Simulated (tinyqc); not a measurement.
Random alloy fluctuations: inter-valley coupling by envelope functions against a chain of atomic planes.

Chain: E(phi) = e0 + 2 v cos(phi) + 2 u cos(2 phi), cos(phi0) = -v/(4u), e0 = 2u + v^2/(4u); plane j = 0, 1, ... has the potential V_j = dE x_j + F (j - 30) a/4 (1 MV/m = 1e-4 V/angstrom). There are 30 barrier planes a side; with y = j - 29.5, x_j = xb (f(y) + f(Nw - y)), f(y) = 1/(1 + exp(y/L)), plus any Ge added in the well. The valley splitting is the spacing of the two lowest levels. Envelope theory: F_j solves a one-valley chain with hopping -b and diagonal 2b + V_j, b = 4u sin^2(phi0), sum F_j^2 = 1; the valleys couple by Dv = sum_j F_j^2 V_j exp(-2 i phi0 j) and split by 2|Dv|.

Values chosen for the exercise (near those of the Delta valleys of silicon in a SiGe well; shifted at random, so the results belong to these values and not to a real crystal): a = 5.431 angstrom (lattice constant; planes lie a/4 apart); u = 0.613 eV (second-neighbour hopping); v = 0.706 eV (nearest hopping); Nw = 69 (planes in the well); L = 1.5 planes (interface width); xb = 0.25 (Ge fraction of the barriers); dE = 0.51 eV (offset per unit Ge fraction); F = 2 MV/m (field); x0 = 8347 (start of the number sequence); na = 12000 (atoms a plane under the dot).

A uniform fraction x is added on all planes. Each plane j then fluctuates by q sqrt(x_j (1 - x_j)/na) in Ge fraction, q = sqrt12 (z/2147483647 - 1/2) with z(new) = 16807 z mod 2147483647 from x0, restarted for each row; 24 samples. Theory: Dv is a complex Gaussian with sigma^2 = dE^2 sum F_j^4 x_j (1 - x_j)/na, and the mean splitting is sqrt(pi) sigma if the smooth part is negligible.

Splitting (micro-eV):
```
x     sigma  sqrt(pi) sigma  mean of 24  least  largest
0.00   10.0            17.6        18.3    3.9     36.2
0.01   69.5           123.3       133.7   15.8    234.2
0.02   97.4           172.6       186.7   19.9    330.1
0.05  151.1           267.8       289.4   30.5    516.4
0.10  207.8           368.3       398.1   43.5    714.0
```

What can be read from this table?

Without added Ge the disorder sits in the barriers, where the state is small: mean 18.3 micro-eV, against 0.036 for the smooth well. With 5 % Ge in the well the mean is 289, theory 268, with a statistical error of about 11 % for 24 samples; the miss is +8 %, and since every row reuses one sequence the rows with added Ge miss alike. The spread grows with the mean: at 5 % the samples run from 31 to 516, so small splittings remain possible. sigma falls as 1/sqrt(na) for larger dots. A chain with one orbital a plane has no Bloch-function factor, which scales all these couplings down in fuller models.

(tinyqc, `OMP_NUM_THREADS=1 python tinyqc.py 1480601 1480602 out.jsonl`, Intel(R) Xeon(R) Processor @ 2.30GHz, 1 thread, shared host, about 0.1 s.)
